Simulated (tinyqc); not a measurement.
Admittance spectroscopy and thermally stimulated current of one trap level in a depletion layer: one step, computed by the program tinyqc.

A Schottky junction on n-type material holds one donor-like electron trap; shallow donors are fully ionised and abrupt depletion edges are assumed.

Problem. The capacitance step. With E_c - E_F = k_B T_p ln(N_c/N): lambda = sqrt(2 eps eps_0 (E_t - (E_c - E_F))/(e^2 N)); traps are empty and charged for x < x_t = w - lambda, and V_b = e (N w^2 + N_t x_t^2)/(2 eps eps_0). High frequency: C_hf = eps eps_0/w. Low frequency: C_lf = eps eps_0 (N + N_t)/(N w + N_t x_t).

Inputs (values chosen for the exercise, modelled on n-type silicon):
```
quantity                         value    unit
dielectric constant eps           11.8       -
shallow doping N               4.3e+16  1/cm^3
trap density N_t               1.2e+15  1/cm^3
trap depth E_t below the band    0.348      eV
band bending V_b                  0.94       V
```

E_c - E_F = k_B T_p ln(N_c/N) = 0.1528639 eV

Constants: eps_0 = 8.8541878128e-12 F/m; e = 1.602176634e-19 C.

Give: lambda; depletion width w; crossing point x_t; C_hf; C_lf; step (C_lf - C_hf)/C_hf; small-N_t estimate (N_t/N)(lambda/w).

Solution.

lambda = 76.93 nm

depletion width w = 168.2 nm

crossing point x_t = 91.23 nm

C_hf = 62.13 nF/cm^2

C_lf = 62.91 nF/cm^2

step (C_lf - C_hf)/C_hf = 0.01258

small-N_t estimate (N_t/N)(lambda/w) = 0.01277

Reading N_t/N straight from the step would give 0.0126 against the true 0.0279: the factor lambda/w must be known.
